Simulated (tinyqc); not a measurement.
Energy against buckling: buckled dimers of a reconstructed (001) surface, two dangling bonds a dimer.

In a dimer one atom moves up by z and the other down by z; the dangling bond of the up atom (more s-like) falls by gm z and that of the down atom rises by gm z. With all dimers tilted alike: H(k) = [[-gm z - 2 ta cos k, -tp - 2 tx cos k], [., gm z - 2 ta cos k]], k along the row in 1/a. Two electrons a dimer fill the lowest N of the 2N levels on the mesh k_j = (j + 1/2) pi/N. Total energy a dimer: W(z) = (2/N) sum of the filled levels + kf z^2. Repulsion between electrons is left out.

Parameters, chosen for this exercise (of the size met on Si(001); the results hold for these values, not for the real material):

| symbol | value | unit | meaning |
|---|---|---|---|
| tp | 0.19 | eV | pi coupling inside a dimer |
| ta | 0.17 | eV | coupling between like atoms along the row |
| tx | 0 | eV | diagonal coupling along the row |
| gm | 2.33 | eV/angstrom | shift of a dangling bond with height |
| kf | 11.8 | eV/angstrom^2 | force constant of buckling |
| N | 16 |  | k points |

W relative to z = 0; gap as lowest upper less highest lower level on 201 points from 0 to pi.

Per dimer (eV):

| z (angstrom) | band energy | elastic | W | gap |
|---|---|---|---|---|
| 0.00 | 0.0000 | 0.0000 | 0.0000 | -0.3000 |
| 0.05 | -0.0264 | 0.0295 | 0.0031 | -0.2343 |
| 0.10 | -0.1139 | 0.1180 | 0.0041 | -0.0787 |
| 0.15 | -0.2926 | 0.2655 | -0.0271 | 0.1156 |
| 0.20 | -0.5035 | 0.4720 | -0.0315 | 0.3265 |
| 0.30 | -0.9457 | 1.0620 | 0.1163 | 0.7687 |
| 0.40 | -1.3993 | 1.8880 | 0.4887 | 1.2223 |
| 0.50 | -1.8578 | 2.9500 | 1.0922 | 1.6808 |
| 0.60 | -2.3187 | 4.2480 | 1.9293 | 2.1417 |

What does the comparison show, and why?

W is lowest at z = 0.2 among these rows (-0.0315 eV). The band energy falls as z^2 at first and linearly, as -2 gm z, once gm z is far above tp, so the elastic term always wins at large z. The gap opens near z = 0.120 angstrom.

Run: tinyqc, `OMP_NUM_THREADS=1 python tinyqc.py 1480132 1480133 out.jsonl`; Intel(R) Xeon(R) Processor @ 2.30GHz, one thread, shared host; about 0.02 s of CPU time with all checks.
